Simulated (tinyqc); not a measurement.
Inside a calculation. Model: avalanche multiplication and breakdown of a junction from ionisation integrals. Computed by tinyqc, a small Python program that keeps every step. Command: `OMP_NUM_THREADS=1 python tinyqc.py 3013875 3013876 out.jsonl impact walk`. One thread of a shared host (Intel(R) Xeon(R) Processor @ 2.30GHz), about 0.01 s of CPU time with the checks. Intermediate numbers are printed to about 6 digits and carried at full precision; extremes and crossings named in words are read from the listed rows.

Ionisation coefficients follow the local field. Position x runs through the depletion layer from the p side (x = 0), where electrons enter, to the n side (x = w), where holes enter. The built-in voltage is neglected.

Inputs (values chosen for the exercise, modelled on 4H-SiC): electron prefactor a_n = 1.89e+08 1/cm; electron field b_n = 3.29e+07 V/cm; hole prefactor a_p = 3.54e+08 1/cm; hole field b_p = 2.43e+07 V/cm; exponent c = 1; permittivity eps = 9.7; drift-layer mobility mu = 130 cm^2/(V s); doping N of the lightly doped side = 1.2e+16 1/cm^3; bias as a fraction of the breakdown voltage = 0.83.

Junction: one-sided abrupt n+p.

Constants: e = 1.602176634e-19 C; eps_0 = 8.8541878128e-12 F/m.

## Breakdown

alpha_n = a_n exp(-(b_n/F)^c), alpha_p = a_p exp(-(b_p/F)^c). Field F = F_m (1 - s), w = eps eps_0 F_m/(e N), V = F_m w/2, with s = 1 - x/w (the peak lies at the n+ side). With Phi(x) = int_0^x (alpha_n - alpha_p) dx': 1 - 1/M_n = I_n = int_0^w alpha_n exp(-Phi) dx and M_p = M_n exp(-Phi(w)); trapezoid rule on 401 even points; breakdown at I_n = 1. Solve I_n(F_m) = 1.

critical field F_m = 2.65362 MV/cm

width at breakdown = 11.8541 micrometre

breakdown voltage = 1572.81 V

## Coefficients at the critical field

The formulas are those given above.

alpha_n = 779.862 1/cm

alpha_p = 37328.7 1/cm

ratio k = alpha_p/alpha_n = 47.8658

shorter ionisation length = 0.267890 micrometre

Holes ionise more readily at the peak field.

## Field and integrand below breakdown

Bias V = fraction times the breakdown voltage.

peak field = 2.41757 MV/cm

Every 50th point:
```
x (micrometre)  F (MV/cm)  alpha_n (1/cm)  alpha_p (1/cm)           Phi  I_n up to x
0.0000            0.00000               0               0             0            0
1.3499            0.30220     9.88324e-40     4.23404e-27  -8.41145e-33  1.65484e-45
2.6999            0.60439     4.32196e-16     1.22428e-09  -7.95060e-15  2.12162e-21
4.0498            0.90659     3.28051e-08     8.09569e-04  -1.14407e-08  3.49208e-13
5.3998            1.20878     2.85806e-04     6.58326e-01  -1.61539e-05  5.30257e-09
6.7497            1.51098     6.60921e-02     3.66905e+01  -1.37592e-03  1.88541e-06
8.0997            1.81317     2.49001e+00     5.35339e+02  -2.82733e-02  1.02239e-04
9.4496            2.11537     3.32623e+01     3.63171e+03  -2.55192e-01  2.08739e-03
10.7996           2.41757     2.32416e+02     1.52659e+04  -1.36872e+00  3.76251e-02
```

## Multiplication and noise

M_n = 1/(1 - I_n), M_p = M_n exp(-Phi(w)); McIntyre excess noise for the carrier with the larger M, F_x = k M + (1 - k)(2 - 1/M), with k = (smaller M - 1)/(larger M - 1).

M_n = 1.03910

M_p = 4.08399

effective k = 0.0126771

excess noise factor = 1.78466

Injecting holes gives the larger gain and, at equal gain, the lower noise.

## On-resistance of the drift layer

R_on = w/(e mu N) with w the width at breakdown; figure of merit V_B^2/R_on; for a triangular field it equals eps eps_0 mu F_m^3/4.

specific on-resistance = 4.74278 milliohm cm^2

V_B^2/R_on = 521.581 MW/cm^2

eps eps_0 mu F_m^3/4 = 521.581 MW/cm^2

## Gain against bias and Miller's formula

Miller's exponent n is defined by 1 - 1/M = (V/V_B)^n for the larger M.

Gain:
```
V/V_B    V (V)  F_m (MV/cm)      M_n      M_p  Miller exponent n
0.50    786.41      1.87640  1.00020    1.049            4.42895
0.60    943.69      2.05549  1.00120    1.191            3.58702
0.70   1100.97      2.22018  1.00548    1.624            2.68090
0.80   1258.25      2.37347  1.02423    3.072            1.76501
0.90   1415.53      2.51745  1.13999   10.229            0.97645
0.95   1494.17      2.58643  1.48153   29.165            0.68020
0.98   1541.36      2.62695  2.66611   92.076            0.54052
0.99   1557.09      2.64032  4.70915  199.387            0.50028
```

The larger gain passes 2 between 0.700 and 0.800 of V_B and reaches 199 at 0.99. Miller's exponent runs from 0.50 to 4.4, so it is not a constant: a fit holds over a narrow range only. From the first row to the last the voltage grows by a factor 1.98 and the peak field by 1.41.

Checks made by the program: the hole form of the condition, int alpha_p exp(Phi(w) - Phi) dx = 1 (relative difference 1e-03).
